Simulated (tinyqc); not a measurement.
Worked calculation: temperature and isotope dependence of a band gap in oscillator models. Values are carried at full precision from step to step, so a last printed digit may differ when a step is redone from the rounded ones.

E(T) = E0 - sum_i sl_i th_i n_i(T), n = 1/(exp(th/T) - 1). The same coupling lowers the gap at 0 K by the zero-point term ZP = sum_i sl_i th_i/2, so the gap of the static lattice is E0 + ZP. Thermal expansion is taken as part of the slopes.

Parameters, chosen for this exercise (near those of diamond; not measured data):
```
symbol  value             unit   meaning
E0      5.442             eV     gap at 0 K
th      (565, 1669)       K      temperatures of two oscillators
sl      (0.2442, 0.3238)  meV/K  their high-temperature slopes
T       300               K      temperature
M       12.02             u      mean atomic mass
dM      -1.13             u      change of the mean mass (not bounded by the natural isotopes)
T12     (940, 2340)       K      temperatures of the fits
```

## The gap at T

Give the occupations, the two terms, the gap, ZP and the static gap.

n_i: 0.17936  0.00385

terms (meV): 24.747  2.081

E(T) = 5.4152 eV
ZP = 339.20 meV
static gap = 5.7812 eV

The thermal fall, 26.8 meV, is smaller than the zero-point term, 339.2 meV; the soft oscillator supplies 92 % of the fall but 20 % of ZP. A calculation with clamped ions should be compared with the static gap.

## Slope and asymptote

dE/dT = -sum sl_i (th_i/T)^2 n_i (1 + n_i). At high T, n -> T/th - 1/2, so E -> E0 + ZP - (sum sl_i) T. Give the slope, its ratio to the limit, and the value at 0 K of the tangent drawn at T.

dE/dT = -0.2220 meV/K
ratio to the limiting slope = 0.3908
intercept of the tangent = 5.4818 eV
intercept - E0 = 39.76 meV

The tangent recovers 12 % of ZP: the extrapolation works only from T well above the higher oscillator (1669 K).

## Isotope effect

With M -> M + dM the oscillator temperatures scale as M^(-1/2) and the slopes stay. Give th, ZP, E0 (static gap fixed) and E(T) for the new mass, and the linear rule dE0 = ZP dM/(2 M).

th (K): 593.59  1753.46

ZP = 356.362 meV
shift of E0 = -17.164 meV
linear rule = -15.944 meV
shift of E(T) = -15.241 meV

The lighter crystal has the narrower gap. At 300 K 89 % of the shift at 0 K is left; it fades at high T, where the motion is classical and the mean-square amplitude no longer depends on mass.

## Two common fits

Two-parameter forms are made to pass through the falls at the two temperatures T12: Varshni aV T^2/(T + bV), from the line T^2/fall = (T + bV)/aV; one oscillator s1 t1/(exp(t1/T) - 1), with t1 from the ratio of the falls.

Give the falls and the parameters.

falls (meV): 277.6444  1024.5480

aV = 0.6476 meV/K
bV = 1121 K
t1 = 1090.9 K
s1 = 0.5578 meV/K
ZP of the one-oscillator fit = 304.3 meV

The limiting slope of the model is 0.5680 meV/K; Varshni puts it +14 % off and one oscillator -2 %. The ZP of the fit differs from the true one by -34.9 meV.

## Checks

- Slope by finite differences against the formula (meV/K): both 0.22196.
- Fall at 20 times the higher oscillator temperature against the asymptote (meV): 18623 against 18621.

Program tinyqc; command `OMP_NUM_THREADS=1 python tinyqc.py 1880351 1880352 out.jsonl`; about 0.01 s on one thread of a shared Intel(R) Xeon(R) Processor @ 2.30GHz.
